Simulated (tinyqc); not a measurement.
Biaxially strained (001) channel, valley splitting in an inversion layer: effect of the inversion density.

A thin layer grown on a relaxed buffer is stretched in the plane. The two valleys with their long axis along the growth direction (D2) sink against the four in-plane ones (D4); confinement in a triangular well splits them too. Only the lowest subband of each set is kept; one relaxation time, so the weakening of intervalley scattering is left out.

e_par = b1 x, e_perp = -2 (c12/c11) e_par, splitting D = Xu (e_par - e_perp), in-plane stress (c11 + c12 - 2 c12^2/c11) e_par. Levels E(m) = 2.33811 (hbar^2 q^2 F^2/(2 m))^(1/3): E2 = E(ml), E4 = E(mt) + D; N2 = 2 mt kB T/(pi hbar^2), N4 = 4 sqrt(mt ml) kB T/(pi hbar^2). EF solves Ns = N2 ln(1 + exp((EF - E2)/Vt)) + N4 ln(1 + exp((EF - E4)/Vt)); f2 is the share in D2, and 1/mc = f2/mt + (1 - f2)(1/mt + 1/ml)/2. The gain is mc(x = 0)/mc.

Parameters, values chosen for the exercise; values close to those of silicon on relaxed silicon-germanium: temperature T = 300 K; germanium share of the relaxed buffer x = 0.27; lattice mismatch per unit x b1 = 0.0418; elastic constant c11 = 169 GPa; elastic constant c12 = 65.1 GPa; shear deformation potential Xu = 9.12 eV; longitudinal mass ml = 0.895 m0; transverse mass mt = 0.194 m0; confining field F = 0.48 MV/cm.

Constants: q = 1.602176634e-19 C, kB = 1.380649e-23 J/K, hbar = 1.054571817e-34 J s, m0 = 9.1093837015e-31 kg, Vt = kB T/q, hbar^2/(2 m0) = 0.0380998212 eV nm^2. Results are converted to the units shown.

The same in every row: D (meV) = 182.2.

Result of one run:

| f2 without strain | f2 | mc (m0) | gain |
|---|---|---|---|
| 0.5235 | 0.9944 | 0.1944 | 1.227 |

Which inversion density Ns gave this result: 2.8e12, 5.4e12, 1e13 or 2e13 cm^-2?

Ns = 2e13 cm^-2.

The whole series:

| Ns (cm^-2) | f2 without strain | f2 | mc (m0) | gain |
|---|---|---|---|---|
| 2e11 | 0.7854 | 0.9998 | 0.1940 | 1.092 |
| 3.9e11 | 0.7825 | 0.9998 | 0.1940 | 1.093 |
| 7.5e11 | 0.7772 | 0.9997 | 0.1940 | 1.096 |
| 1.4e12 | 0.7673 | 0.9997 | 0.1940 | 1.100 |
| 2.8e12 | 0.7456 | 0.9997 | 0.1940 | 1.111 |
| 5.4e12 | 0.7050 | 0.9995 | 0.1940 | 1.130 |
| 1e13 | 0.6371 | 0.9990 | 0.1941 | 1.165 |
| 2e13 | 0.5235 | 0.9944 | 0.1944 | 1.227 |

As Ns goes from 2e11 to 2e13 cm^-2, f2 falls from 1.00 to 0.994 (without strain: it falls from 0.785 to 0.523) and the gain rises from 1.09 to 1.23. For Ns = 1e13 to 2e13 cm^-2 the second D2 subband, left out here, lies within 2 Vt of EF or below it.

Numbers from tinyqc (`OMP_NUM_THREADS=1 python tinyqc.py 2530161 2530162 out.jsonl`; about 0.01 s on one thread of a shared Intel Xeon 2.30GHz).
